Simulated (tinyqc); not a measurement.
Monte Carlo simulation of one carrier in a uniform electric field: one step, computed by the program tinyqc. Command: `OMP_NUM_THREADS=1 python tinyqc.py 3003378 3003379 out.jsonl mcfl walk`. One thread of a shared host (Intel(R) Xeon(R) Processor @ 2.30GHz), about 2 s of CPU time with the checks.

The force e F acts along +z. Flights end at the constant total rate Gamma; the part of Gamma that the real rates do not fill is self-scattering, which leaves k unchanged. One valley, no impurities and no intervalley scattering.

Task: Scattering event 2. Kane band: hbar^2 k^2/(2 m) = E (1 + alpha E), speed v = hbar k/(m (1 + 2 alpha E)), states per spin, volume and energy g(E) = m k (1 + 2 alpha E)/(2 pi^2 hbar^2); overlap factors are set to 1. Masses are multiplied by m_0 and all formulas are in SI units. Phonon occupation N_q = 1/(exp(hbar w/(k_B T)) - 1). Acoustic deformation potential (elastic, equipartition, absorption and emission together): 1/tau = 2 pi k_B T D_A^2 g(E)/(hbar rho v_l^2). Polar optical, unscreened: W = e^2 w (1/eps_inf - 1/eps_s) m (1 + 2 alpha E') ln|(k + k')/(k - k')| / (4 pi eps_0 hbar^2 k), times N_q for absorption (E' = E + hbar w) and N_q + 1 for emission (E' = E - hbar w > 0), with alpha = 0 for a parabolic band; mean cosine of the angle <cos> = (k^2 + k'^2)/(2 k k') - 1/ln|(k + k')/(k - k')|. Choice: with cumulative rates in the order acoustic, absorption, emission, the process is the first whose sum exceeds r2 Gamma; if none, self-scattering. Final state: E' = E, E + hbar w or E - hbar w gives k'. Isotropic processes: cos(theta) = 1 - 2 r3 from the z axis, phi = 2 pi r4, k' (sin theta cos phi, sin theta sin phi, cos theta). Polar processes: cos(b) = [1 + xi - (1 + 2 xi)^r3]/xi, xi = 2 k k'/(k - k')^2, b from the old direction n; new direction cos b n + sin b (cos phi e1 + sin phi e2), e1 = (z x n)/|z x n|, e2 = n x e1. Use row 2 of the random numbers.

Inputs (values chosen for the exercise, for a model polar semiconductor): effective mass m = 0.26 m_0; non-parabolicity alpha = 0.2 1/eV; static permittivity eps_s = 11.4; high-frequency permittivity eps_inf = 10; density rho = 5680 kg/m^3; sound velocity v_l = 8240 m/s; acoustic deformation potential D_A = 4.5 eV; optical phonon energy hbar w = 18.2 meV; lattice temperature T = 100 K.

Crystal: polar. Band: Kane.

k at the end of the flight (1/nm): [0.0840000, -0.2900000, 0.1512017]

Random numbers (0.02 to 0.98, from up to 60 sets tried for early real events), one row a flight, columns r1, r2, r3, r4:
```
[[0.4326, 0.9784, 0.1076, 0.8582],
 [0.4143, 0.0893, 0.2771, 0.1845],
 [0.8168, 0.2171, 0.3602, 0.4682],
 [0.6550, 0.3407, 0.2231, 0.4247],
 [0.5083, 0.3888, 0.9529, 0.6828],
 [0.2433, 0.3609, 0.3052, 0.2440],
 [0.5676, 0.8348, 0.8369, 0.7205]]
```

Gamma = 8.671649 1e12/s

Constants: hbar = 1.054571817e-34 J s; m_0 = 9.1093837015e-31 kg; e = 1.602176634e-19 C; k_B = 1.380649e-23 J/K; hbar = 6.582119569e-16 eV s; eps_0 = 8.8541878128e-12 F/m; k_B = 8.617333262e-05 eV/K.

Give: cumulative rates; r2 Gamma; process chosen; k after event 2, the start of the next flight.

Result:

cumulative rates (1e12/s): acoustic 0.0407, absorption 1.2101, emission 1.2101

r2 Gamma = 0.77438 1e12/s

Process chosen: absorption

k after event 2, the start of the next flight (1/nm): [0.16842, -0.26252, 0.37711]
